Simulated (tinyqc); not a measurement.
Inside a calculation. Model: MOSFET in the linear regime without short-channel effects, parameter extraction from computed curves.

Computed by the program tinyqc: `OMP_NUM_THREADS=1 python tinyqc.py 2210057 2210058 out.jsonl`, one thread of a shared Intel Xeon 2.30GHz, about 0.01 s for the whole run. Printed values are rounded.

Inversion charge Q = Cox n Vt W0(exp((Vg - VT)/(n Vt))), W0 the Lambert function and n = nf; u = Q/Cox; mobility mu = mu0/(1 + th1 u + th2 u^2); channel resistance Rch = (L - dL)/(W mu Q); Id = Vd/(Rch + Rsd/W). Cox = eps0 eox/tox. Small Vd, no channel-length or drain effects.

Values chosen for this exercise; channel values of the order met in silicon transistors:

| symbol | value | unit | meaning |
|---|---|---|---|
| T | 400 | K | temperature |
| eox | 3.9 |  | relative permittivity of the gate insulator (close to silicon dioxide) |
| tox | 3.5 | nm | insulator thickness |
| mu0 | 180 | cm^2/(V s) | low-field mobility |
| th1 | 0.37 | 1/V | first mobility attenuation factor |
| th2 | 0 | 1/V^2 | second mobility attenuation factor |
| VT | 0.36 | V | threshold voltage |
| nf | 1.3 |  | body factor |
| W | 10 | um | gate width |
| L | 0.38 | um | drawn gate length |
| dL | 0.005 | um | drawn less effective length |
| Rsd | 240 | ohm um | source plus drain resistance |
| Vd | 0.05 | V | drain voltage |

Constants: q = 1.602176634e-19 C, kB = 1.380649e-23 J/K, Vt = kB T/q, eps0 = 8.8541878128e-14 F/cm where lengths are in cm. Results are converted to the units shown.

## Transfer curve

| point | Vg (V) |
|---|---|
| 0 | 0.12 |
| 1 | 0.24 |
| 2 | 0.36 |
| 3 | 0.48 |
| 4 | 0.6 |
| 5 | 0.72 |
| 6 | 0.84 |
| 7 | 0.96 |
| 8 | 1.08 |
| 9 | 1.2 |
| 10 | 1.32 |
| 11 | 1.44 |

u, mu, Rch and Id as defined.

| point | u (V) | mu (cm^2/(V s)) | Rch (ohm) | Id (uA) |
|---|---|---|---|---|
| 0 | 2.10516e-4 | 179.986 | 1.00314e6 | 0.0498422 |
| 1 | 0.00288652 | 179.808 | 73232.2 | 0.682536 |
| 2 | 0.0254138 | 178.323 | 8387.05 | 5.94456 |
| 3 | 0.0891671 | 174.251 | 2446.28 | 20.2406 |
| 4 | 0.178153 | 168.869 | 1263.41 | 38.8377 |
| 5 | 0.278184 | 163.202 | 837.200 | 58.0585 |
| 6 | 0.383766 | 157.619 | 628.363 | 76.6444 |
| 7 | 0.492580 | 152.251 | 506.813 | 94.1952 |
| 8 | 0.603481 | 147.144 | 428.034 | 110.611 |
| 9 | 0.715831 | 142.309 | 373.117 | 125.908 |
| 10 | 0.829241 | 137.739 | 332.773 | 140.145 |
| 11 | 0.943458 | 133.424 | 301.945 | 153.400 |

## Threshold and mobility at the peak transconductance

gm_i = (Id_(i+1) - Id_(i-1))/(Vg_(i+1) - Vg_(i-1)); at the point j of largest gm the tangent meets the axis at V_ext = Vg_j - Id_j/gm_j; field-effect mobility gm_j L/(W Cox Vd) with the drawn L.

| point | gm (uS) |
|---|---|
| 1 | 24.5613 |
| 2 | 81.4921 |
| 3 | 137.055 |
| 4 | 157.575 |
| 5 | 157.528 |
| 6 | 150.569 |
| 7 | 141.528 |
| 8 | 132.135 |
| 9 | 123.058 |
| 10 | 114.552 |

j = 4
V_ext = 0.353528 V
field-effect mobility = 121.382 cm^2/(V s)

V_ext is 6.5 mV below the model VT, and the mobility so found is 33 % below mu0 L/(L - dL) = 182 cm^2/(V s), the value for the drawn L; attenuation, series resistance and the slow approach of Q to a straight line all lower the peak gm.

## The Y function

Y_i = Id_i/sqrt(gm_i). For Id = beta Vd x/(1 + th x), x = Vg - VT, Y = sqrt(beta Vd) x whatever th. Slope s from points 7 and 10; VT_Y = Vg - Y/s at point 10; beta = s^2/Vd; mobility beta L/(W Cox) with the drawn L; th* = (beta Vd x/Id - 1)/x at point 10.

| point | Y (uA^0.5 V^0.5) |
|---|---|
| 1 | 0.137721 |
| 2 | 0.658510 |
| 3 | 1.72893 |
| 4 | 3.09393 |
| 5 | 4.62580 |
| 6 | 6.24615 |
| 7 | 7.91786 |
| 8 | 9.62254 |
| 9 | 11.3500 |
| 10 | 13.0941 |

s = 14.3786 uA^0.5 V^-0.5
VT_Y = 0.409330 V
beta = 4134.87 uA/V^2
mobility from Y = 159.258 cm^2/(V s)
th* = 0.377119 1/V

The mobility from Y is 13 % below mu0 L/(L - dL) = 182 cm^2/(V s), which it should reach in deep inversion when th2 = 0. th* compares with th1 + mu0 Cox Rsd/(L - dL) = 0.484 1/V, since series resistance enters like th1. The match is poor here: at these overdrives Q is not yet a straight line in Vg.
